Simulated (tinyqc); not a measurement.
## p-n diode with diffusion and depletion-layer recombination: currents and ideality against junction voltage

Abrupt junction in the depletion approximation, low injection, full ionisation, neutral widths fixed, ohmic contact on the p side. Vj is the junction voltage; where a series resistance Rs is given, V = Vj + J Rs is the terminal voltage.

ni = sqrt(Nc Nv) exp(-Eg/(2 Vt)), Eg in volts; D = mu Vt; Ln = sqrt(Dn tn), Lp = sqrt(Dp tp); J0n = q ni^2 Dn coth(wp/Ln)/(Ln Na); J0p = (q ni^2 Dp/(Lp Nd)) (s + tanh(wn/Lp))/(1 + s tanh(wn/Lp)), s = Sp Lp/Dp. J_diff = (J0n + J0p)(exp(Vj/Vt) - 1). Vbi = Vt ln(Na Nd/ni^2), W = sqrt(2 eps0 eps_r (Vbi - Vj)(1/Na + 1/Nd)/q), xp = W Nd/(Na + Nd), xn = W Na/(Na + Nd); u(x) = q Na (x + xp)^2/(2 eps0 eps_r) for x < 0 and Vbi - Vj - q Nd (xn - x)^2/(2 eps0 eps_r) for x > 0; p = Na exp(-u/Vt), n = Nd exp((u - Vbi + Vj)/Vt); U = ni^2 (exp(Vj/Vt) - 1)/(tp (n + ni exp(Et/Vt)) + tn (p + ni exp(-Et/Vt))); J_scr = q times the integral of U from -xp to xn. J = J_diff + J_scr. Ideality = (1/Vt) dVj/d ln J or (1/Vt) dV/d ln J; last column ni^2 exp(Vj/Vt)/N^2.

Values chosen for this exercise; band and dielectric values close to those of indium phosphide:
- T = 450 K (temperature)
- Eg = 1.33 eV (band gap)
- eps_r = 12.3 (relative permittivity)
- Nc = 1.07e18 cm^-3 (conduction-band density of states at T)
- Nv = 1.98e19 cm^-3 (valence-band density of states at T)
- Na = 2.9e18 cm^-3 (acceptor density)
- Nd = 3e16 cm^-3 (donor density)
- mun = 750 cm^2/(V s) (electron mobility in the p side)
- mup = 140 cm^2/(V s) (hole mobility in the n side)
- tn = 2e-9 s (electron lifetime)
- tp = 4e-8 s (hole lifetime)
- wp = 19 um (neutral width of the p side)
- wn = 3.1 um (neutral width of the n side)
- Sp = 1e5 cm/s (recombination velocity at the n contact)
- Rs = 0.015 ohm cm^2 (series resistance)
- Et = 0 eV (trap level above the intrinsic level)

Constants: q = 1.602176634e-19 C, kB = 1.380649e-23 J/K, Vt = kB T/q, eps0 = 8.8541878128e-14 F/cm where lengths are in cm. Results are converted to the units shown.

Result of one run:
```
J_diff (A/cm^2)	J_scr (A/cm^2)	J (A/cm^2)	V (V)	ideality against Vj	ideality against V	minority/doping, lighter side
1.796e-4	8.818e-4	0.001061	0.4300	1.627	1.627	1.960e-6
```

Which junction voltage at which recombination is evaluated Vj gave this result: 0.28, 0.35, 0.43, 0.73 or 0.88 V?

Vj = 0.43 V.

The whole series:
```
Vj (V)	J_diff (A/cm^2)	J_scr (A/cm^2)	J (A/cm^2)	V (V)	ideality against Vj	ideality against V	minority/doping, lighter side
0.28	3.750e-6	1.099e-4	1.137e-4	0.2800	1.783	1.783	4.096e-8
0.35	2.281e-5	2.917e-4	3.145e-4	0.3500	1.752	1.752	2.491e-7
0.43	1.796e-4	8.818e-4	0.001061	0.4300	1.627	1.627	1.960e-6
0.5	0.001092	0.002328	0.003420	0.5001	1.456	1.458	1.192e-5
0.58	0.008593	0.007132	0.01573	0.5802	1.259	1.265	9.379e-5
0.65	0.05225	0.01928	0.07153	0.6511	1.136	1.164	5.704e-4
0.73	0.4112	0.06147	0.4727	0.7371	1.059	1.242	0.004489
0.8	2.501	0.1739	2.674	0.8401	1.028	2.062	0.02729
0.88	19.68	0.5853	20.26	1.184	1.012	8.851	0.2148
```

The ideality against Vj falls from 1.78 to 1.01. Diffusion overtakes recombination in the layer between Vj = 0.5 and 0.58 V. J_scr alone has an ideality of 1.85 between the first two rows and 1.70 between the last two. From Vj = 0.73 V the series resistance raises the terminal ideality by over a tenth; there J Rs = 0.18 Vt. Rows from Vj = 0.88 V on lie beyond low injection.

Numbers from tinyqc (`OMP_NUM_THREADS=1 python tinyqc.py 2260124 2260125 out.jsonl`; about 0.01 s on one thread of a shared Intel Xeon 2.30GHz).
